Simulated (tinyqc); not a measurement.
## Floating body of a partially depleted SOI transistor: body voltage and kink: output curve and kink

Source at 0 V. Channel current Ic = 2 nf K Vt^2 [F(0) - F(Vd)](1 + la Vd), F(V) = ln^2(1 + exp((Vg - VT - nf V)/(2 nf Vt))), VT = VT0 - gb Vb. Saturation voltage Vs = 2 Vt sqrt(F(0)) + 3 Vt, excess Ve = (Vd - Vs + sqrt((Vd - Vs)^2 + 0.0004 V^2))/2, multiplication M1 = Ai Ve exp(-Bl/Ve). Each junction passes D(v) = J1 (exp(v/Vt) - 1) + J2 (exp(v/(2 Vt)) - 1). Bipolar current Ib = bb J1 (exp(Vb/Vt) - 1). The body settles where M1 (Ic + Ib) = D(Vb) + D(Vb - Vd) + Vb/Rb; drain current Id = (1 + M1)(Ic + Ib) - D(Vb - Vd).

Rows with more than one solution for Vb (latch) are left out; dId/dVd by a forward difference over 1e-4 V, swing = 1e-4 V over the change of log10 Id; M1 under 1e-12 is printed as 0.

Parameters, values chosen for the exercise; values of the order met in partially depleted silicon-on-insulator transistors: temperature T = 330 K; threshold at zero body voltage VT0 = 0.51 V; fall of the threshold per volt of body voltage gb = 0.26; slope factor nf = 1.23; gain factor per width K = 200 uA/(V^2 um); channel-length modulation factor la = 0.08 1/V; impact-ionisation prefactor Ai = 1.88 1/V; impact-ionisation voltage Bl = 8.4 V; diffusion saturation current of each junction J1 = 6.4e-12 uA/um; recombination saturation current of each junction J2 = 3e-7 uA/um; gain of the lateral bipolar transistor on the diffusion current bb = 0; resistance of a weak body tie to the source (1e9 stands for no tie, and the term is then dropped) Rb = 1e9 kohm um; gate voltage Vg = 0.56 V.

Constants: q = 1.602176634e-19 C, kB = 1.380649e-23 J/K, Vt = kB T/q. Results are converted to the units shown.

Result of one run:
```
Vb (V)        M1  Id, floating (uA/um)  Id, grounded (uA/um)  ratio  dId/dVd, floating (uS/um)  dId/dVd, grounded (uS/um)
0.3123  4.144e-5                 1.750                0.5324  3.287                      4.808                    0.04000
```

Which drain voltage Vd gave this result: 1, 1.2, 1.8, 2 or 2.2 V?

Vd = 1 V.

The whole series:
```
Vd (V)  Vb (V)        M1  Id, floating (uA/um)  Id, grounded (uA/um)  ratio  dId/dVd, floating (uS/um)  dId/dVd, grounded (uS/um)
1       0.3123  4.144e-5                 1.750                0.5324  3.287                      4.808                    0.04000
1.2     0.4508  3.286e-4                 2.679                0.5406  4.955                      4.333                    0.04256
1.4     0.5410  0.001520                 3.447                0.5497  6.270                      3.328                    0.04921
1.6     0.5978  0.004899                 4.027                0.5607  7.183                      2.548                    0.06152
1.8     0.6358   0.01223                 4.493                0.5747  7.818                      2.167                    0.08007
2       0.6635   0.02545                 4.912                0.5931  8.281                      2.053                     0.1046
2.2     0.6850   0.04635                 5.326                0.6169  8.633                      2.112                     0.1345
```

Vb rises from 0.312 to 0.685 V and the ratio of the currents rises from 3.29 to 8.63. The output conductance with a floating body exceeds the grounded value by the largest factor among the rows, 120, at Vd = 1 V, where Vb = 0.312 V and M1 = 4.14e-5.

Range of the model: The multiplication law is an empirical form chosen for the exercise; self-heating and capacitive coupling to the body are left out, and the linear laws are rough once Vb passes about 0.7 V or M1 about 0.1.

Computed by the program tinyqc: `OMP_NUM_THREADS=1 python tinyqc.py 2182143 2182144 out.jsonl`, one thread of a shared Intel Xeon 2.30GHz, about 0.2 s for the whole run.
